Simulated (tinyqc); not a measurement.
## MOS capacitor on a p-type substrate, surface potential from the exact charge relation: effect of the insulator thickness on threshold and swing

Uniform p-type substrate, Boltzmann statistics, full ionisation, classical densities. psi is the surface potential against the body (positive when the bands bend down) and u = psi/Vt. Traps are spread evenly over the gap and neutral at flat band, so their charge is -q Dit psi; the minority quasi-Fermi level is shifted by Vb.

ni = sqrt(Nc Nv) exp(-Eg/(2 Vt)), Eg in volts; phiF = Vt ln(N/ni); Cox = eps0 eox/tox; Vfb = phiM - chi - (Eg - Vt ln(Nv/N)) - q Nf/Cox; VT = Vfb + [(2 phiF + Vb)(1 + q Dit/Cox) + sqrt(2 eps0 eps_r q N (2 phiF + Vb))/Cox]. gamma = sqrt(2 eps0 eps_r q N)/Cox; Wm = sqrt(2 eps0 eps_r (2 phiF + Vb)/(q N)); m = 1 + (eps0 eps_r/Wm + q Dit)/Cox; swing m Vt ln 10; Cmin/Cox = 1/(1 + Cox Wm/(eps0 eps_r)).

Parameters, values chosen for the exercise; band and dielectric values close to those of gallium arsenide:
- T = 250 K (temperature)
- Eg = 1.44 eV (band gap)
- eps_r = 12.9 (relative permittivity)
- Nc = 3.32e17 cm^-3 (conduction-band density of states at T)
- Nv = 6.81e18 cm^-3 (valence-band density of states at T)
- chi = 4.1 eV (electron affinity)
- N = 3.2e16 cm^-3 (acceptor density of the substrate)
- eox = 9.09 (relative permittivity of the gate insulator (close to aluminium oxide))
- phiM = 4.41 eV (gate work function)
- Nf = 0 cm^-2 (fixed charge at the interface, in units of q)
- Dit = 7e11 cm^-2 eV^-1 (density of interface traps)
- Vb = 0 V (reverse bias of the inversion layer against the body)

Constants: q = 1.602176634e-19 C, kB = 1.380649e-23 J/K, Vt = kB T/q, eps0 = 8.8541878128e-14 F/cm where lengths are in cm. Results are converted to the units shown.

The same in every row: Vfb (V) = -1.015; 2 phiF (V) = 1.274; Wm (nm) = 238.3.

Result of one run:
```
gamma (V^0.5)	VT (V)	m	swing (mV/decade)	Cmin/Cox
0.1748	0.6877	1.259	62.43	0.07187
```

Which insulator thickness tox gave this result: 5.8, 8.5, 13, 19 or 28 nm?

tox = 13 nm.

The whole series:
```
tox (nm)	gamma (V^0.5)	VT (V)	m	swing (mV/decade)	Cmin/Cox
5.8	0.07799	0.4506	1.115	55.33	0.03339
8.5	0.1143	0.5395	1.169	57.99	0.04819
13	0.1748	0.6877	1.259	62.43	0.07187
19	0.2555	0.8853	1.378	68.35	0.1017
28	0.3765	1.182	1.557	77.23	0.1429
42	0.5647	1.643	1.835	91.05	0.2001
62	0.8337	2.301	2.233	110.8	0.2697
92	1.237	3.289	2.830	140.4	0.3540
```

As tox goes from 5.8 to 92, VT rises from 0.451 to 3.29 V, the swing rises from 55.3 to 140 mV/decade and Cmin/Cox rises from 0.0334 to 0.354. Vfb does not move. m - 1 goes as tox^(1.00), that is as 1/Cox.

Program tinyqc, `OMP_NUM_THREADS=1 python tinyqc.py 2060071 2060072 out.jsonl`; Intel Xeon 2.30GHz, shared host, one thread, about 0.01 s.
